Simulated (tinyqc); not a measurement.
## Charge-trap memory cell: effect of the gate voltage

Channel, tunnel oxide, storage layer, blocking layer, gate. N electrons per area sit in a sheet at the centroid and shift the threshold by U = (q/eps0) N (tb/eb + xc tn/en). EOT = t1 + 3.9 (tn/en + tb/eb); tunnel field F = (Vg - U)/EOT; dN/dt = eta (J/q)(1 - N/Nm). Fowler-Nordheim: J = A F^2 exp(-B/F), A = q^2/(16 pi^2 hbar mo phi) (times 1e14 for A/cm^2 with F in V/nm, emitter mass m0), B = (4/3) sqrt(mo/C) phi^1.5, C = hbar^2/(2 m0).

After 1e-5 s. The rate equation is integrated from N = 0 to the digits shown; blocking field (3.9 F + q N/eps0)/eb.

Values chosen for this exercise; oxide values close to those of silicon dioxide, storage layer close to silicon nitride, blocking layer close to aluminium oxide:
```
symbol   value   unit                                                      meaning
phi       3.04     eV                                               tunnel barrier
mo        0.46     m0                                              tunnelling mass
t1         4.8     nm                              tunnel oxide (permittivity 3.9)
tn         5.8     nm                                                storage layer
en         7.1                                           its relative permittivity
tb        12.2     nm                                               blocking layer
eb           9                                           its relative permittivity
xc         0.5         charge centroid, share of tn counted from the blocking side
eta       0.83                                capture efficiency of an empty layer
Nm      2.5e13  cm^-2                                                 trap density
```

Constants: q = 1.602176634e-19 C, hbar = 1.054571817e-34 J s, m0 = 9.1093837015e-31 kg, eps0 = 8.8541878128e-14 F/cm where lengths are in cm, hbar^2/(2 m0) = 0.0380998212 eV nm^2. Results are converted to the units shown.

Results:

| Vg (V) | N/Nm | U (V) | F (V/nm) | blocking field (V/nm) |
|---|---|---|---|---|
| 14.4 | 0.03128 | 0.2496 | 1.066 | 0.4777 |
| 15.3 | 0.08810 | 0.7030 | 1.100 | 0.5209 |
| 17 | 0.2572 | 2.052 | 1.126 | 0.6173 |
| 17.8 | 0.3450 | 2.753 | 1.134 | 0.6647 |
| 18.7 | 0.4439 | 3.543 | 1.142 | 0.7180 |
| 19.5 | 0.5307 | 4.235 | 1.150 | 0.7651 |
| 20.4 | 0.6260 | 4.995 | 1.161 | 0.8176 |

Estimate the missing row, Vg = 16.1 V.

Computed row:

| Vg (V) | N/Nm | U (V) | F (V/nm) | blocking field (V/nm) |
|---|---|---|---|---|
| 16.1 | 0.1620 | 1.293 | 1.116 | 0.5649 |

With this row back in the table: U rises from 0.250 to 5.00 V; the slope between neighbouring rows is at most 0.877 and 0.845 between the last two rows. In the upper rows it falls short of the 1 of a floating gate because capture weakens as the traps fill (62.6 % in the last row); where little charge has entered in the time given, the slope is small in any case. The blocking field reaches 8.18 MV/cm, where electrons may escape to the gate, which the model leaves out.

Range of the model: The Fowler-Nordheim form needs F t1 above phi; trap-assisted paths and leakage through the blocking layer are left out.

Program tinyqc, `OMP_NUM_THREADS=1 python tinyqc.py 2130114 2130115 out.jsonl`; Intel Xeon 2.30GHz, shared host, one thread, about 0.05 s.
